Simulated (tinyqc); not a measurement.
Band-to-band tunnelling and avalanche in a reverse-biased abrupt junction: one step, computed by the program tinyqc. Command: `OMP_NUM_THREADS=1 python tinyqc.py 3005219 3005220 out.jsonl zener walk`. One thread of a shared host (Intel(R) Xeon(R) Processor @ 2.30GHz), about 0.01 s of CPU time with the checks.

Direct Kane tunnelling in the local field (for indirect gaps the mass is an effective fit) and one ionisation coefficient for both carriers. N is the doping of the light side, or N_A N_D/(N_A + N_D) for the symmetric junction; the built-in voltage is taken as E_g/e.

Problem. Junction at the given bias. E_g(T) = E_g - (T - 300 K)(-dE_g/dT); b(T) = b [1 + (rise)(T - 300 K)]; w = sqrt(2 eps eps_0 (V_R + E_g/e)/(e N)); F_m = 2 (V_R + E_g/e)/w; the field falls linearly from F_m to 0 on both sides.

Inputs (values chosen for the exercise, modelled on SiGe):
```
quantity                                  value    unit
band gap at 300 K, E_g                    0.893      eV
gap narrowing with temperature, -dE_g/dT   0.31   meV/K
permittivity eps                           13.5       -
effective doping N                        7e+17  1/cm^3
reverse bias V_R                            2.7       V
temperature T                               250       K
```

Junction: symmetric.

Constants: eps_0 = 8.8541878128e-12 F/m; e = 1.602176634e-19 C.

Give: E_g(T); depletion width w; peak field F_m; shortest tunnelling distance E_g/(e F_m).

Solution.

E_g(T) = 0.9085 eV

depletion width w = 87.70 nm

peak field F_m = 0.8229 MV/cm

shortest tunnelling distance E_g/(e F_m) = 11.04 nm
